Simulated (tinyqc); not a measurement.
Charge control and current of a heterostructure field-effect transistor: one step, computed by the program tinyqc. Command: `OMP_NUM_THREADS=1 python tinyqc.py 3025783 3025784 out.jsonl hemt walk`. One thread of a shared host (Intel(R) Xeon(R) Processor @ 2.30GHz), about 0.01 s of CPU time with the checks.

Two subbands in a triangular well; E_F is counted from the conduction band edge of the channel at the interface.

Question. Levels and gate capacitance. Charge control: n_s = C_b (V_G - V_T - E_F/e)/e. Well: mean field F = e n_s/(2 eps eps_0), E_i = (hbar^2/2m)^(1/3) [(3 pi e F/2)(i + 3/4)]^(2/3), i = 0, 1; n_s = D k_B T sum_i ln(1 + exp((E_F - E_i)/k_B T)), D = m/(pi hbar^2), which is solved in closed form for E_F. C_g = e dn_s/dV_G = 1/(1/C_b + 1/C_q), 1/C_q = d(E_F/e)/d(e n_s) by a central difference of +/- 0.1 % in n_s; added distance dd = eps eps_0/C_q.

Inputs (values chosen for the exercise, modelled on AlGaN/GaN): channel mass m = 0.19 m_0; permittivity eps (barrier and channel) = 9.72; conduction band offset dE_c = 0.38 eV; temperature T = 300 K.

Charge source: polarisation. Velocity law: smooth.

sheet density n_s = 9.425064e+12 1/cm^2

barrier capacitance C_b = 0.4303135 microfarad/cm^2

Constants: k_B = 8.617333262e-05 eV/K; e = 1.602176634e-19 C; eps_0 = 8.8541878128e-12 F/m; hbar = 1.054571817e-34 J s; m_0 = 9.1093837015e-31 kg; k_B = 1.380649e-23 J/K.

Give: E_0; E_1; E_F; share in the second subband; gate capacitance C_g; added distance dd.

Answer.

E_0 = 268.1 meV

E_1 = 471.7 meV

E_F = 385.7 meV

share in the second subband = 0.7679 %

gate capacitance C_g = 0.3965 microfarad/cm^2

added distance dd = 1.706 nm

C_g is 92 % of C_b: the finite density of states and the rise of E_0 act as 1.7 nm of extra barrier. Caution: E_F lies above the conduction band minimum of the barrier, so electrons would spill into the barrier.
